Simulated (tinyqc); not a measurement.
From results back to parameters: Slater-Koster d bands of a bcc metal. Four cases, with inputs chosen for the exercise.

Problem. In a bcc d band E(t2g) = +/-((8/3) dds + (16/9) ddp + (32/9) ddd) + f2 (4 ddp + 2 ddd) and E(eg) = +/-((16/3) ddp + (8/3) ddd) + f2 (3 dds + 3 ddd), with + at Gamma and - at H = (1,0,0). ddd is given; the four levels come from hidden dds, ddp and f2.

Case 1.

Values chosen (out of a larger set: of the size met in Fe; not measured data): ddd = -0.026 eV (dd delta).

levels (eV): t2g Gamma -0.87918, eg Gamma 0.32487, t2g H 1.83370, eg H -2.28846

Case 2.

Values chosen (out of a larger set: of the size met in Mo; not measured data): ddd = -0.227 eV (dd delta).

levels (eV): t2g Gamma -2.11028, eg Gamma -0.25679, t2g H 4.49416, eg H -5.46745

Case 3.

Values chosen (out of a larger set: of the size met in Nb; not measured data): ddd = -0.079 eV (dd delta).

levels (eV): t2g Gamma -1.39278, eg Gamma 0.85498, t2g H 3.30766, eg H -4.38768

Case 4.

Values chosen (out of a larger set: of the size met in W; not measured data): ddd = -0.257 eV (dd delta).

levels (eV): t2g Gamma -2.04303, eg Gamma 1.24603, t2g H 4.84230, eg H -6.41797

Find: f2; dds, ddp.

Solution. Half differences between Gamma and H give the first-neighbour parts and half sums the second. The eg half difference gives ddp and the t2g one dds. Since 4 ddp + 2 ddd is 3/4 of (16/3) ddp + (8/3) ddd, f2 is 4/3 of the ratio of the t2g half sum to the eg half difference; the eg half sum then serves as a check. Without ddd these four levels would not fix the three integrals.

Case 1.

f2 = 0.487

dds, ddp (eV): -0.646  0.258

Case 2.

f2 = 0.610

dds, ddp (eV): -1.337  0.602

Case 3.

f2 = 0.487

dds, ddp (eV): -1.130  0.531

Case 4.

f2 = 0.487

dds, ddp (eV): -1.513  0.847

Computed by tinyqc, one run a case: `OMP_NUM_THREADS=1 python tinyqc.py N N+1 out.jsonl` with N = 1451619, 1451632, 1451760, 1451876; one thread of a shared Intel(R) Xeon(R) Processor @ 2.30GHz, about 0.06 s a run at most.
